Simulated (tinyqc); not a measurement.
# Doping and voltage from widths and field

Question. In the depletion approximation an abrupt p-n junction has a triangular field: peak E = q Nd xn/(eps0 eps_r) = q Na xp/(eps0 eps_r), W = xn + xp, and Vbi - V = E W/2. Find Nd, Na and Vbi - V.

Values chosen for this exercise: relative permittivity eps_r = 12.2.

Constants: q = 1.602176634e-19 C, eps0 = 8.8541878128e-14 F/cm where lengths are in cm. Results are converted to the units shown.

W = 352.25704 nm
peak field = 51.618120 kV/cm
xn = 35.878032 nm

Solution. Gauss's law on each side gives its doping from the peak field and its width; the voltage is the area of the triangle.

Nd = 9.70e16 cm^-3
Na = 1.10e16 cm^-3
Vbi - V = 0.909 V

Computed by the program tinyqc: `OMP_NUM_THREADS=1 python tinyqc.py 2000047 2000048 out.jsonl`, one thread of a shared Intel Xeon 2.30GHz, about 0.02 s for the whole run.
